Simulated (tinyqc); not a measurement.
# Ballistic Schottky-barrier transistor with a one-dimensional channel, WKB contacts: effects of single changes

Source Fermi level 0, drain Fermi level -Vd. Far from the contacts Ec = pn - psi, and the gate moves psi one to one; the band edges relax as exp(-x/lam) from pn at the source and pn - Vd at the drain; Ev = Ec - Eg. A carrier of energy w inside the channel band meets at a contact a barrier of height D (the contact edge beyond the channel edge): T = 1 for w >= D, else exp(-S), S = 4 lam sqrt(m/C) [sqrt(D - w) - sqrt(w) arctan sqrt((D - w)/w)], C = hbar^2/(2 m0). The two contacts combine as Ts Td/(Ts + Td - Ts Td).

Parameters, values chosen for the exercise; channel values close to those of a carbon nanotube:
- T = 350 K (temperature)
- Eg = 0.824 eV (band gap)
- pn = 0.29 eV (barrier for electrons at both contacts)
- mn = 0.061 m0 (electron mass)
- mp = 0.058 m0 (hole mass)
- g = 2 (valleys or subbands)
- lam = 3.2 nm (screening length at the contacts)
- Vd = 0.5 V (drain bias)

Constants: q = 1.602176634e-19 C, kB = 1.380649e-23 J/K, hbar = 1.054571817e-34 J s, h = 6.62607015e-34 J s, m0 = 9.1093837015e-31 kg, Vt = kB T/q, hbar^2/(2 m0) = 0.0380998212 eV nm^2. Results are converted to the units shown.

Each table varies one quantity; the others keep the values above.

## Ambipolar transfer curve

I = g (2 q^2/h) int T(w) [f(Es + w) - f(Ed + w)] dw, f(y) = 1/(1 + exp(y/Vt)). Electrons: Ds = psi, Dd = psi - Vd, Es = Ec, Ed = Ec + Vd. Holes: Ds = -psi, Dd = Vd - psi, Es = -Ev, Ed = -Ev - Vd. The size of each current is taken; both flow from drain to source and add. The integrals are converged. Swing = d(psi)/d(log10 I).

Ambipolar transfer curve:

| ps (V) | electrons (uA) | holes (uA) | I (uA) | swing (mV/decade) |
|---|---|---|---|---|
| -0.43 | 2.005e-10 | 0.7162 | 0.7162 | -399.8 |
| -0.35 | 2.845e-9 | 0.4280 | 0.4280 | -320.0 |
| -0.27 | 4.037e-8 | 0.2226 | 0.2226 | -248.0 |
| -0.19 | 5.728e-7 | 0.09425 | 0.09425 | -185.4 |
| -0.11 | 8.127e-6 | 0.02933 | 0.02934 | -135.6 |
| -0.03 | 1.153e-4 | 0.006178 | 0.006293 | -111.8 |
| 0.05 | 8.714e-4 | 0.001027 | 0.001899 | -599.5 |
| 0.12 | 0.003141 | 2.123e-4 | 0.003353 | 144.1 |
| 0.2 | 0.01443 | 3.702e-5 | 0.01447 | 118.6 |
| 0.28 | 0.06850 | 6.984e-6 | 0.06850 | 122.3 |
| 0.36 | 0.2624 | 1.445e-6 | 0.2625 | 160.4 |
| 0.44 | 0.6874 | 3.249e-7 | 0.6874 | 230.6 |

What does the table show?

I goes from 0.716 through a minimum of 0.00190 (at ps = 0.05 V among the rows listed) to 0.687 uA; the exact minimum lies at psi = 0.0593 V. Holes carry the left branch and electrons the right. The ratio of the last row to the smallest is 362 and of the first row 377, with barriers of 0.29 eV for electrons and 0.534 eV for holes. The steepest swing among the rows is 112 mV/decade, against the thermionic limit 69.4.

## Barrier height from the temperature dependence

Same model as above.

The apparent barrier is -d ln(I_e/T^1)/d(q/kB T), taken between T - 10 K and T + 10 K for the electron current.

Barrier height from the temperature dependence:

| ps (V) | electrons (uA) | Ec (eV) | apparent barrier (eV) |
|---|---|---|---|
| -0.25 | 7.83e-8 | 0.540 | 0.540 |
| -0.18 | 7.98e-7 | 0.470 | 0.470 |
| -0.11 | 8.13e-6 | 0.400 | 0.400 |
| -0.04 | 8.28e-5 | 0.330 | 0.330 |
| 0 | 3.12e-4 | 0.290 | 0.290 |
| 0.1 | 0.00217 | 0.190 | 0.222 |
| 0.17 | 0.00807 | 0.120 | 0.168 |
| 0.24 | 0.0316 | 0.050 | 0.108 |
| 0.31 | 0.118 | -0.020 | 0.052 |
| 0.38 | 0.345 | -0.090 | 0.015 |
| 0.45 | 0.758 | -0.160 | -0.003 |

What does the comparison show?

For psi < 0 the channel edge is the highest point, and the apparent barrier follows Ec one to one (0.540 eV against 0.540). At flat band it is 0.290 eV (psi = 0 V), near pn = 0.29 eV. Beyond, the top stays at pn but tunnelling lowers the apparent value to -0.00321 eV in the last row, so only the point where the line bends gives the true barrier.

## Effect of the drain bias on the off state

Same model as above.

For each Vd, psi is set to the minimum of I.

Effect of the drain bias on the off state:

| Vd (V) | psi at the minimum (V) | smallest I (uA) |
|---|---|---|
| 0.05 | -0.151 | 4.81e-6 |
| 0.17 | -0.099 | 3.05e-5 |
| 0.28 | -0.055 | 1.29e-4 |
| 0.4 | -0.006 | 6.35e-4 |
| 0.51 | 0.065 | 0.00206 |
| 0.63 | 0.130 | 0.00697 |
| 0.74 | 0.186 | 0.0212 |

The smallest current rises from 4.81e-6 to 0.0212 uA, 4.40 decades a volt between the last two rows, and the minimum moves by 0.49 V a volt over the table: a larger Vd lets holes enter from the drain while electrons still enter from the source.

Range of the model: No scattering, image-force lowering, channel charge or band-to-band tunnelling; parabolic kappa overstates S deep in the gap.

Program tinyqc, `OMP_NUM_THREADS=1 python tinyqc.py 2390058 2390059 out.jsonl`; Intel Xeon 2.30GHz, shared host, one thread, about 0.07 s.
